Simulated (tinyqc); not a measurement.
Comparisons within one model: interband optics of a two-band s-p chain from momentum matrix elements. A value that a table varies takes the place of the one given here.

H(k) = [[Es - 2 ts cos ka, 2i V sin ka], [-2i V sin ka, Ep_ + 2 tp cos ka]] in the basis s, p; the lower band is full, with two electrons a cell. The velocity operator times hbar is W = dH/dk (eV angstrom); intra-atomic dipoles are left out.

With w(k) = |<c|W|v>|^2 and D(k) = Ec - Ev, on the mesh k_j = (j + 1/2)/N (2 pi/a): eps(E) = 1 + (8 pi e2/(a Ar)) mean_j (w/D^2) [1/(D - E - i eta) + 1/(D + E + i eta)], e2 = e^2/(4 pi eps0); light polarised along the chains, no local fields.

Constants: e^2/(4 pi eps0) = 14.39964547 eV angstrom; hbar^2/2m0 = 3.80998211 eV angstrom^2.

Parameters, chosen for this exercise:

| symbol | value | unit | meaning |
|---|---|---|---|
| a | 3.59 | angstrom | period |
| Es | 1.89 | eV | upper orbital (s) |
| Ep_ | -3.44 | eV | lower orbital (p) |
| ts | 0.62 | eV | s-s hopping |
| tp | 0.48 | eV | p-p hopping |
| V | 1.11 | eV | s-p hopping |
| Ar | 13.6 | angstrom^2 | cross-section per chain |
| eta | 0.3 | eV | Lorentzian half width |
| E | 1.5 | eV | photon energy |

## Joint density of states against eps2

Mesh of 2000 points. J(E) = mean of (eta/pi)/((E - D)^2 + eta^2). The fourth column is J times the constant (8 pi^2 e2/(a Ar)) mean(w/D^2). R = |(sqrt(eps) - 1)/(sqrt(eps) + 1)|^2.

Spectrum:

| E (eV) | J (1/eV) | eps2 | eps2 with constant element | eps1 | R |
|---|---|---|---|---|---|
| 2.53 | 0.026 | 2.300 | 0.666 | 8.544 | 0.251 |
| 3.04 | 0.091 | 9.917 | 2.314 | 9.643 | 0.368 |
| 3.56 | 0.120 | 9.404 | 3.062 | -1.667 | 0.453 |
| 4.07 | 0.105 | 4.319 | 2.672 | -2.499 | 0.457 |
| 4.58 | 0.101 | 2.086 | 2.571 | -1.525 | 0.422 |
| 5.10 | 0.104 | 1.068 | 2.649 | -0.467 | 0.294 |
| 5.61 | 0.114 | 0.667 | 2.890 | 0.483 | 0.060 |
| 6.12 | 0.133 | 0.660 | 3.378 | 1.426 | 0.024 |
| 6.63 | 0.174 | 1.179 | 4.434 | 2.542 | 0.075 |
| 7.15 | 0.301 | 3.579 | 7.645 | 3.914 | 0.190 |
| 7.66 | 0.401 | 6.965 | 10.182 | -2.554 | 0.459 |
| 8.17 | 0.094 | 1.566 | 2.385 | -2.757 | 0.642 |

Transitions span 3.130 to 7.574 eV. Among the energies listed J peaks at 7.66 eV and eps2 at 3.04 eV. The ratio of eps2 to the constant-element value is 3.07 at 3.56 eV and 0.47 at 7.15 eV: w/D^2 is 6.483 angstrom^2 at the zone centre and 1.120 at the edge.

## Mesh against broadening

eps2 at E for three widths, and eps(0) at eta = 0; the last row is the mesh of 2000 points.

Convergence:

| N | eta = 0.03 eV | eta = 0.1 eV | eta = 0.3 eV | eps(0) |
|---|---|---|---|---|
| 4 | 0.003 | 0.010 | 0.030 | 2.0822 |
| 8 | 0.024 | 0.081 | 0.239 | 4.1626 |
| 16 | 0.041 | 0.136 | 0.399 | 4.9072 |
| 32 | 0.042 | 0.140 | 0.407 | 4.9258 |
| 64 | 0.042 | 0.140 | 0.407 | 4.9258 |
| 128 | 0.042 | 0.140 | 0.407 | 4.9258 |
| 2000 | 0.042 | 0.140 | 0.407 | 4.9258 |

The first N from which eps2 stays within 2 % of the last row is 32 for eta = 0.03, 32 for 0.1 and 32 for 0.3 eV; for eps(0) and 0.1 % it is 32. E lies outside the range of transitions, so eps2 is only the tail of the broadening and grows with eta.

## Static constant against the gap

Es takes the values listed; mesh of 400 points; the Penn-type estimate is 1 + 8 pi c e2 n_eff/(a Ar Dm^2) with Dm the f-weighted mean of D, f = w/(c D), n_eff = 2 mean(f), c = hbar^2/2m0.

Results:

| Es (eV) | smallest D (eV) | Dm (eV) | n_eff | eps(0) | estimate |
|---|---|---|---|---|---|
| 1.59 | 2.830 | 5.209 | 2.832 | 5.869 | 3.948 |
| 1.89 | 3.130 | 5.504 | 2.711 | 4.926 | 3.527 |
| 2.39 | 3.630 | 5.997 | 2.529 | 3.849 | 2.986 |
| 2.89 | 4.130 | 6.489 | 2.367 | 3.146 | 2.588 |
| 3.89 | 5.130 | 7.475 | 2.094 | 2.319 | 2.059 |
| 4.89 | 6.130 | 8.462 | 1.875 | 1.874 | 1.739 |
| 6.89 | 8.130 | 10.441 | 1.545 | 1.445 | 1.400 |

eps(0) - 1 falls from 4.869 to 0.445, as Dm^-3.44; a fixed n_eff would give the power -2, and n_eff goes from 2.832 to 1.545. The single-gap estimate is low by 39.4 % of eps(0) - 1 in the first row and 10.1 % in the last, since 1/D^2 favours the smallest separations. n_eff need not equal the 2 electrons of the cell: a two-orbital basis with chosen hoppings does not obey the free-electron sum rule.

## What moves the optical response

Mesh of 400 points; n_eff = 2 mean(w/(c D)), c = hbar^2/2m0. Each row changes one parameter from the base and keeps the others.

Results:

| case | smallest D (eV) | largest D (eV) | n_eff | eps(0) |
|---|---|---|---|---|
| base | 3.130 | 7.574 | 2.711 | 4.926 |
| a = 3.769 angstrom | 3.130 | 7.574 | 2.988 | 5.122 |
| Es = 2.19 eV | 3.430 | 7.857 | 2.599 | 4.223 |
| ts = 0.744 eV | 2.882 | 7.780 | 2.754 | 5.523 |
| V = 1.221 eV | 3.130 | 7.713 | 3.162 | 5.512 |
| Ar = 14.96 angstrom^2 | 3.130 | 7.574 | 2.711 | 4.569 |

The largest shifts from the base row, up to three for each result and ties (the steps differ in size, so this ranks the rows, not the parameters). smallest D (eV): Es +0.300, ts -0.248; unchanged at the printed digits by a, V and Ar. largest D (eV): Es +0.282, ts +0.206, V +0.139; unchanged at the printed digits by a and Ar. n_eff: V +0.450, a +0.277, Es -0.112; unchanged at the printed digits by Ar. eps(0): Es -0.703, ts +0.597, V +0.586.

Computed by tinyqc, a small Python program: `OMP_NUM_THREADS=1 python tinyqc.py 1682564 1682565 out.jsonl` (the numbers bound the seed that draws the inputs); one thread of a shared host (Intel(R) Xeon(R) Processor @ 2.30GHz), about 0.01 s for the whole set of steps.
